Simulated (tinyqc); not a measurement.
# Changing the HCl added

Model: speciation in dilute and buffered hydrofluoric acid, oxide etch rate and bath loading. Computed by tinyqc, a small Python program. Command: `OMP_NUM_THREADS=1 python tinyqc.py 3120295 3120296 out.jsonl hfetch sweep`. One thread of a shared host (Intel(R) Xeon(R) Processor @ 2.30GHz), about 0.01 s of CPU time with the checks.

Concentrations stand for activities, NH4+ and Cl- are spectators, and water ionisation is neglected. H, F and HF2 denote the ions H+, F- and HF2-. The base temperature is 298 K.

Inputs (values chosen for the exercise, of the order of those for thermal oxide at room temperature): HF added = 0.031 mol/L; NH4F added = 0.049 mol/L; K1 = [H][F]/[HF] = 0.000661 mol/L; K2 = [HF2]/([HF][F]) = 4 L/mol; K3 = [H2F2]/[HF]^2 = 0 L/mol; rate constant of neutral HF k_a = 15 nm L/(min mol); rate constant of HF2 k_b = 53 nm L/(min mol); activation energy = 0.34 eV; temperature error = 1.2 K; oxide removed per wafer = 47 nm.

Constants: k_B = 8.617333262e-05 eV/K.

Method:
- Fluoride balance: [HF] + [F] + 2 [HF2] + 2 [H2F2] = HF added + NH4F added. Acid balance: [H] + [HF] + [HF2] + 2 [H2F2] = HF added + HCl added. For a trial [H], [HF] = [H][F]/K1, and the fluoride balance is a quadratic in [F].
- The root is refined to 1e-13 in pH = -log10 [H].
- Rate = k_a ([HF] + 2 [H2F2]) + k_b [HF2], an empirical two-term form.
- Time = oxide/rate; a temperature error changes the rate by exp((E_a/k_B)(1/298 - 1/(298 + error))) - 1.

One run for each value:
```
HCl added (mol/L)  etch rate (nm/min)       pH  [HF2] (mol/L)  share of HF2 in the rate (%)
0.001                          0.6525   3.3907     4.7013e-03                    3.8184e+01
0.0026                         0.6788   3.3508     4.7756e-03                    3.7288e+01
0.0067                         0.7431   3.2508     4.8963e-03                    3.4920e+01
0.017                          0.8864   3.0046     4.7685e-03                    2.8513e+01
0.045                          1.1325   2.2346     2.1029e-03                    9.8412e+00
0.12                           1.1944   1.1430     2.2829e-04                    1.0130e+00
0.3                            1.1984   0.5998     6.6766e-05                    2.9528e-01
0.77                           1.1994   0.1420     2.3396e-05                    1.0338e-01
2                              1.1998  -0.2903     8.6635e-06                    3.8270e-02
```

Over the rows, etch rate (nm/min) rises from 0.653 to 1.20 (exponent d ln y / d ln x 0.041 between the first rows and 3.1e-4 between the last); pH falls from 3.39 to -0.290; [HF2] (mol/L) goes from 0.00470 through a maximum among these rows, 0.00490 at 0.00670, to 8.66e-6.

Caution (rows 0.770, 2.00): at ionic strengths above about 0.5 mol/L activities differ much from concentrations, so pH and rates are only indicative.

Extremes, crossings and ranges named in words are read from the listed rows.
